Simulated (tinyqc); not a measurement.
Well width from the intersubband spacing.

Problem. In an empty well of width L and depth Vb, level k solves kw L/2 = (k - 1) pi/2 + arctan(sqrt((mw/mb)(Vb - E)/E)) with kw = sqrt(mw E/C), C = hbar^2/(2 m0). Find L, E1 and E2 from the spacing.

Parameters, values chosen for the exercise; material values close to those of GaN in AlGaN:
- mw = 0.204 m0 (mass along z in the well)
- mb = 0.248 m0 (mass along z in the barriers)
- Vb = 0.399 eV (barrier height)

Constants: q = 1.602176634e-19 C, hbar = 1.054571817e-34 J s, m0 = 9.1093837015e-31 kg, hbar^2/(2 m0) = 0.0380998212 eV nm^2. Results are converted to the units shown.

E2 - E1 = 27.710985 meV

Answer. Both levels are solved for trial widths until their difference matches. A second level is bound only for L above 2.15 nm, and over that range one width gives this spacing.

L = 12.6 nm
E1 = 9.26 meV
E2 = 37.0 meV

Computed by the program tinyqc: `OMP_NUM_THREADS=1 python tinyqc.py 2140116 2140117 out.jsonl`, one thread of a shared Intel Xeon 2.30GHz, about 0.4 s for the whole run.
